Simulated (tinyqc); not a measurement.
Scattering of inversion-layer electrons by surface optical phonons of the gate insulator (remote phonon scattering). From remote-phonon mobility back to temperature T. Computed by tinyqc, a small Python program. Command: `OMP_NUM_THREADS=1 python tinyqc.py 3113239 3113240 out.jsonl sophonon inv`. One thread of a shared host (Intel(R) Xeon(R) Processor @ 2.30GHz), about 0.06 s of CPU time with the checks.

One subband with the Fang-Howard envelope; insulator and channel are half-spaces, the gate is far away, and an interlayer only moves the polar surface away by t (its own modes and its permittivity contrast are left out).

Inputs (values chosen for the exercise, modelled on SiO2 on In0.53Ga0.47As): static constant of the insulator eps_0s = 4.01; intermediate constant eps_i = 3.03; optical constant eps_inf = 2.52; hbar omega_TO1 = 55.8 meV; hbar omega_TO2 = 135 meV; constant of the channel eps_s = 13.9; in-plane mass m = 0.0417 m_0; valleys g_v = 1; sheet density n = 1e+12 1/cm^2; mean distance of the electrons z0 = 3/b = 5.2 nm; interlayer thickness t = 0.88 nm; mobility from other processes = 4680 cm^2/(V s).

Screening by the channel electrons: static.

Constants: k_B = 8.617333262e-05 eV/K; hbar^2/(2 m_0) = 3.80998212 eV angstrom^2; e^2/(4 pi eps_0) = 14.39964548 eV angstrom; hbar = 6.582119569e-16 eV s; e = 1.602176634e-19 C; m_0 = 9.1093837015e-31 kg.

Method:
- eps(w) = eps_inf + (eps_0s - eps_i) w1^2/(w1^2 - w^2) + (eps_i - eps_inf) w2^2/(w2^2 - w^2). Surface modes solve eps(w) + eps_s = 0, a quadratic in w^2; the strength of a mode is g = 2/(w d eps/dw).
- Occupation N = 1/(exp(hbar w/(k_B T)) - 1).
- Density of states D = g_v m/(pi hbar^2); eta = E_F/(k_B T) = ln(exp(n/(D k_B T)) - 1); screening wave number q_s = e^2 D/(2 eps_0 eps_avg) x 1/(1 + exp(-eta)), eps_avg = (eps_s + eps_inf)/2; b = 3/z0.
- For a mode of strength g, without the occupation factor, Area x |M(q)|^2 = e^2 hbar w g/(2 eps_0 q) x (b/(b + q))^6 exp(-2 q t) / (1 + (q_s/q) H(q))^2, H = (1 + 9 x/8 + 3 x^2/8)/(1 + x)^3, x = q/b.
- Approximate momentum relaxation rate, taking tau v alike in the initial and final states: 1/tau = (m/(2 pi hbar^3)) sum over modes and over absorption (N, E' = E + hbar w) and emission (N + 1, E' = E - hbar w > 0) of [(1 - f(E'))/(1 - f(E))] int_0^(2 pi) Area |M(q)|^2 (1 - cos theta) d theta, q^2 = k^2 + k'^2 - 2 k k' cos theta, f the Fermi function; 48 midpoints in theta from 0 to pi.
- mu = (e/m) int tau E f (1 - f) dE/(k_B T int f dE), by 300 midpoints from 0 to (max(eta, 0) + 14) k_B T; Matthiessen sum with the other processes.

Task: A run gave the result below. Find the temperature T, known to lie between 150 and 190 K.

remote-phonon mobility = 1.309783e+07 cm^2/(V s)

Result:

Each step takes the trial c = (a f_b - b f_a)/(f_b - f_a), f being the result less the target and a, b, c the logarithms of the listed values; c replaces end b, the old b replaces a if the sign of f changed, and otherwise f_a is halved.

Scan of the range:
```
temperature T (K)  remote-phonon mobility (cm^2/(V s))
150                                        1.44847e+07
156                                        1.23276e+07
162                                        1.05682e+07
169                                        9.04441e+06
176                                        7.79971e+06
183                                        6.77300e+06
190                                        5.91876e+06
```

False position (Illinois rule, in the logarithm of the input) inside the bracket:
```
step    end a    end b    trial  remote-phonon mobility (cm^2/(V s))
1     150.000  156.000  153.830                          1.32324e+07
2     156.000  153.830  154.151                          1.31875e+07
3     156.000  154.151  154.499                          1.31393e+07
4     156.000  154.499  154.764                          1.31028e+07
5     156.000  154.764  154.824                          1.30945e+07
6     154.764  154.824  154.800                          1.30978e+07
7     154.764  154.800  154.800                          1.30978e+07
8     154.800  154.800  154.800                          1.30978e+07
```

Remote-phonon mobility falls at every point of a 13-point scan of the range (every second point is shown), so one value fits; it is bracketed by 150 and 156. Answer: temperature T = 154.8 K.

Caution: a relaxation time is only an approximation for inelastic scattering, and static or no screening brackets the true dynamic screening only roughly.
